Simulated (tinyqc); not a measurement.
Read current of a NAND string, cells in series solved by shooting: one step of the calculation.

Cells in series, numbered from 0 at the source line (0 V) to the bit line, each followed by a gap resistance Rg. A cell with gate Vg, threshold VT, source Vs and drain Vd passes I = 2 nf K Vt^2 [F(Vs) - F(Vd)]/(1 + th max(Vg - VT, 0)), F(V) = ln^2(1 + exp((Vg - VT - nf V)/(2 nf Vt))). The selected cell has Vg = Vr, the others Vg = Vp.

Task. Node voltages for a trial current. For a trial current I start at 0 V and, cell by cell (the selected one is cell 0), solve for the drain: sqrt(F(Vd)) = sqrt(F(Vs) - I/k), k = 2 nf K Vt^2/(1 + th max(Vg - VT, 0)), Vd = [Vg - VT - 2 nf Vt ln(exp(sqrt F) - 1)]/nf, then add I Rg.

Values chosen for this exercise; values of the order met in vertical NAND strings:
```
symbol,value,unit,meaning
T,300,K,temperature
K,25,uA/V^2,gain factor of a cell
nf,1.7,,slope factor
th,0.09,1/V,mobility reduction factor
Rg,11,kohm,resistance of the gap between cells
Vbl,0.4,V,bit-line voltage
Vp,6.5,V,pass voltage
Vr,3.56,V,read voltage on the selected word line
```

Constants: q = 1.602176634e-19 C, kB = 1.380649e-23 J/K, Vt = kB T/q. Results are converted to the units shown.

first trial current = 1.1 uA

```
cell,thresholds from the source end (V)
0,3
1,3.4
2,3.4
3,-1
4,-1
5,-1
```

Wanted: node voltage after each cell and gap, trial 1.

Result.

```
cell,"node voltage after each cell and gap, trial 1 (V)"
0,0.1093
1,0.1408
2,0.1727
3,0.1950
4,0.2174
5,0.2399
```

tinyqc, about 0.5 s, one thread, Intel Xeon 2.30GHz (shared host): `OMP_NUM_THREADS=1 python tinyqc.py 2142164 2142165 out.jsonl`
